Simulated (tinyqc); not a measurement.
Cahn-Hilliard equation on a periodic one-dimensional grid: one step, computed by the program tinyqc. Command: `OMP_NUM_THREADS=1 python tinyqc.py 3027753 3027754 out.jsonl cahn walk`. One thread of a shared host (Intel(R) Xeon(R) Processor @ 2.30GHz), about 0.05 s of CPU time with the checks.

Free energy F = h sum_j [A (c_j^2 - 1)^2/4 + (kappa/2) ((c_(j+1) - c_j)/h)^2]; dc/dt = Lap(mu), mu = A (c^3 - c) - kappa Lap(c), Lap(y)_j = (y_(j+1) - 2 y_j + y_(j-1))/h^2, mobility 1; the grid has n = 16 points.

Problem. Linear stability. f'' = A (3 c0^2 - 1). Mode m has lambda_m = (4/h^2) sin^2(pi m/n) and the rate w_m = -lambda_m (f'' + kappa lambda_m). In the continuum the fastest wavelength is 2 pi sqrt(2 kappa/|f''|) with the rate f''^2/(4 kappa). Explicit steps near c = +-1, where f'' = 2A, are stable for dt < 2/(16 kappa/h^4 + 8 A/h^2).

Inputs (values chosen for the exercise, in reduced units):

| quantity | value | unit |
|---|---|---|
| spacing h | 1.4 | - |
| well depth A | 0.93 | - |
| gradient coefficient kappa | 0.94 | - |
| mean composition c0 | -0.23 | - |

Give: f''; Modes of the grid; fastest wavelength; largest rate; explicit limit of dt.

Solution.

f'' = -0.782409

Modes of the grid:

| m | lambda_m | w_m |
|---|---|---|
| 1 | 0.078 | 0.055 |
| 2 | 0.299 | 0.150 |
| 3 | 0.630 | 0.120 |
| 4 | 1.020 | -0.180 |
| 5 | 1.411 | -0.767 |
| 6 | 1.742 | -1.489 |
| 7 | 1.963 | -2.087 |
| 8 | 2.041 | -2.318 |

fastest wavelength = 9.740

largest rate = 0.1628

explicit limit of dt = 0.2594
